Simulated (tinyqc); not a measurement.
# Worked calculation: pillar capacitor in an array: capacitance, non-linearity, leakage and relaxation

Program tinyqc, `OMP_NUM_THREADS=1 python tinyqc.py 2102194 2102195 out.jsonl`; Intel Xeon 2.30GHz, shared host, one thread, about 0.01 s. Printed values are rounded.

A film between two metal electrodes, each interface adding a series capacitance ci. The small-signal permittivity is ek (1 + aq E^2); the field is found with the linear permittivity. Leakage J = J0 sinh(E/Ef). After a voltage step the film passes a relaxation current kr C V tt^(-nr), tt being the time in seconds. The sidewall is a coaxial capacitor with radii a = dm/2 and b = dm/2 + t, depth AR dm; the end face is left out.

Parameters, values chosen for the exercise; permittivity of the order of that of strontium titanate: relative permittivity of the film ek = 144; film thickness t = 27 nm; capacitance of each electrode interface (dead layer and screening) ci = 1000 uF/cm^2; quadratic field coefficient of the permittivity aq = -0.059 cm^2/MV^2; bias V = 2.2 V; leakage prefactor J0 = 1.2e-10 A/cm^2; field for an e-fold rise of the leakage Ef = 0.32 MV/cm; diameter of the pillar dm = 200 nm; aspect ratio, depth over diameter AR = 70; pitch of the square array pt = 390 nm; resistivity of the inner electrode rho = 190 uohm cm.

Constants: eps0 = 8.8541878128e-14 F/cm where lengths are in cm. Results are converted to the units shown.

## Planar capacitance, field and non-linearity

Planar film: Cf = eps0 ek/t, 1/C = 1/Cf + 2/ci, EOT = 3.9 eps0/C, effective permittivity C t/eps0, E = (V/t) C/Cf; quadratic coefficient [C(V)/C - 1]/V^2 with Cf (1 + aq E^2) in C(V).

Cf = 4.72223 uF/cm^2
C = 4.67805 uF/cm^2
EOT = 0.738156 nm
effective permittivity = 142.653
E = 0.807191 MV/cm
quadratic coefficient = -7871.06 ppm/V^2
J = 7.42746e-10 A/cm^2

The interfaces take 0.936 % of the voltage.

## Cell capacitance, fields and time constant

Per length 1/c = ln(b/a)/(2 pi eps0 ek) + (1/a + 1/b)/(2 pi ci); cell capacitance c AR dm; per footprint over pt^2; fields c V/(2 pi eps0 ek r) at r = a and b; resistance of the inner electrode rho AR dm/(pi a^2); time constant R C/3 of the distributed line.

a = 100 nm
b = 127 nm
cell capacitance = 464.803 fF
capacitance per footprint = 305.591 uF/cm^2
field at a = 0.911744 MV/cm
field at b = 0.717909 MV/cm
R = 0.846704 kohm
R C/3 = 131.184 ps

The array gives 65.3 times the planar capacitance per footprint; curvature makes the field at the inner electrode 1.13 times the planar value.
